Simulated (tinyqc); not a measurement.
# Changing the density-of-states mass m

Model: single-band model of a thermoelectric material. Computed by tinyqc, a small Python program. Command: `OMP_NUM_THREADS=1 python tinyqc.py 3028127 3028128 out.jsonl thermo sweep`. One thread of a shared host (Intel(R) Xeon(R) Processor @ 2.30GHz), about 0.03 s of CPU time with the checks.

One spherical band, one scattering law, no minority carriers and no phonon drag. In a real material minority carriers limit |S| to about E_g/(2 e T), so larger values are formal. eta = E_F/(k_B T) is counted from the band edge; f = 1/(1 + exp(x - eta)).

Inputs (values chosen for the exercise, for a model material): mobility parameter mu_300 = 450 cm^2/(V s); temperature exponent p = 0; lattice thermal conductivity kappa_L = 0.76 W/(m K); carrier density n = 7.2e+18 1/cm^3; temperature T = 320 K.

Band: parabolic. Scattering: constant relaxation time, r = 0.

Constants: m_0 = 9.1093837015e-31 kg; k_B = 1.380649e-23 J/K; hbar = 1.054571817e-34 J s; k_B = 8.617333262e-05 eV/K; e = 1.602176634e-19 C.

Method:
- With x = E/(k_B T), a = alpha k_B T (0 for a parabolic band), G = x (1 + a x), D = 1 + 2 a x and <y> = int y f (1 - f) dx, f = 1/(1 + exp(x - eta)): tau = tau_0 G^r/D; transport function s = G^(3/2 + r)/D^2; n = N_0 <G^(3/2)> with N_0 = (2 m k_B T)^(3/2)/(3 pi^2 hbar^3).
- Integrals over x = E/(k_B T) use 160 Gauss-Legendre points in u = sqrt(x) from 0 to sqrt(max(eta, 0) + 32).
- Solve for eta.
- sigma = e mu_0 N_0 <s> with mu_0 = e tau_0/m = mu_300 (T/300 K)^(-p); |S| = (k_B/e)(<x s>/<s> - eta); Lorenz number L = (k_B/e)^2 (<x^2 s>/<s> - (<x s>/<s>)^2); kappa_e = L sigma T; zT = S^2 sigma T/(kappa_L + kappa_e).
- Hall factor r_H = <G^(3/2)> <G^(3/2 + 2r)/D^4>/<s>^2; drift mobility sigma/(n e) with n = N_0 <G^(3/2)>; power factor S^2 sigma.
- Quality factor B = (k_B/e)^2 e mu_0 N_0 T/kappa_L; zT and the power factor are maximised over eta between -8 and 30.

One run for each value; columns: (1) density-of-states mass m (m_0); (2) Seebeck coefficient |S| (microvolt/K); (3) largest power factor (microwatt/(cm K^2)); (4) density of the largest zT (1/cm^3); (5) largest zT:
```
(1)      (2)     (3)         (4)     (5)
0.28  179.39    17.8  5.1584e+18  0.5029
0.41  223.41    31.5  6.9357e+18  0.7674
0.61  271.56    57.1  9.1545e+18  1.1523
0.90  320.05   102.3  1.1684e+19  1.6597
1.30  366.61   177.7  1.4384e+19  2.2767
2.00  421.66   339.0  1.7889e+19  3.1892
3.00  473.76   622.8  2.1481e+19  4.2514
4.40  523.09  1106.3  2.5093e+19  5.4478
```

Over the rows, Seebeck coefficient |S| (microvolt/K) rises from 179 to 523 (exponent d ln y / d ln x 0.58 between the first rows and 0.26 between the last); largest power factor (microwatt/(cm K^2)) rises from 17.8 to 1110 (exponent d ln y / d ln x about 1.5 throughout); density of the largest zT (1/cm^3) rises from 5.16e18 to 2.51e19 (exponent d ln y / d ln x 0.78 between the first rows and 0.41 between the last). The exponent of largest power factor stays at 1.5: at fixed mu_0 the power factor scales with N_0. mu_300 is held fixed, which is what more valleys give; a heavier single valley would lose mobility as m^(-5/2) under acoustic scattering.

Caution (rows 3.00, 4.40): at so low a doping minority carriers, left out here, would cut S in a narrow-gap material.

Extremes, crossings and ranges named in words are read from the listed rows.
